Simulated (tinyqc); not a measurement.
Trading HF for NH4F at fixed fluoride: speciation in dilute and buffered hydrofluoric acid, oxide etch rate and bath loading. Computed by tinyqc, a small Python program. Command: `OMP_NUM_THREADS=1 python tinyqc.py 3120806 3120807 out.jsonl hfetch walk`. One thread of a shared host (Intel(R) Xeon(R) Processor @ 2.30GHz), about 0.01 s of CPU time with the checks.

Concentrations stand for activities, NH4+ and Cl- are spectators, and water ionisation is neglected. H, F and HF2 denote the ions H+, F- and HF2-. The base temperature is 298 K.

Inputs (values chosen for the exercise, of the order of those for thermal oxide at room temperature):

| quantity | value | unit |
|---|---|---|
| HF added | 1.6 | mol/L |
| NH4F added | 2.9 | mol/L |
| K1 = [H][F]/[HF] | 0.000732 | mol/L |
| K2 = [HF2]/([HF][F]) | 3.79 | L/mol |
| K3 = [H2F2]/[HF]^2 | 0 | L/mol |
| rate constant of neutral HF k_a | 13 | nm L/(min mol) |
| rate constant of HF2 k_b | 46 | nm L/(min mol) |

Method:
- Fluoride balance: [HF] + [F] + 2 [HF2] + 2 [H2F2] = HF added + NH4F added. Acid balance: [H] + [HF] + [HF2] + 2 [H2F2] = HF added + HCl added. For a trial [H], [HF] = [H][F]/K1, and the fluoride balance is a quadratic in [F].
- Rate = k_a ([HF] + 2 [H2F2]) + k_b [HF2], an empirical two-term form.
- Total fluoride is held at HF + NH4F added, without HCl; x is the share added as HF.

Against x:

| x | pH | [F] (mol/L) | [HF] (mol/L) | [HF2] (mol/L) | rate (nm/min) |
|---|---|---|---|---|---|
| 0.05 | 5.6071 | 4.0637e+00 | 0.0137 | 0.2113 | 9.897 |
| 0.15 | 4.9299 | 3.2014e+00 | 0.0514 | 0.6236 | 29.353 |
| 0.30 | 4.2233 | 1.9603e+00 | 0.1601 | 1.1898 | 56.812 |
| 0.40 | 3.7169 | 1.2203e+00 | 0.3200 | 1.4798 | 72.232 |
| 0.50 | 3.1365 | 6.5052e-01 | 0.6491 | 1.6002 | 82.048 |
| 0.60 | 2.5577 | 3.2145e-01 | 1.2159 | 1.4813 | 83.948 |
| 0.75 | 1.8302 | 1.1567e-01 | 2.3361 | 1.0241 | 77.479 |
| 0.90 | 1.1542 | 3.6498e-02 | 3.4963 | 0.4836 | 67.698 |
| 1.00 | 0.6551 | 1.3468e-02 | 4.0709 | 0.2078 | 62.481 |

What does the comparison show, and why?

[HF2] is largest at x = 0.5 and the rate at x = 0.6 among these rows; HF2 needs both HF and F. At its best the mixture etches 1.34 times as fast as HF alone.

Extremes, crossings and ranges named in words are read from the listed rows.
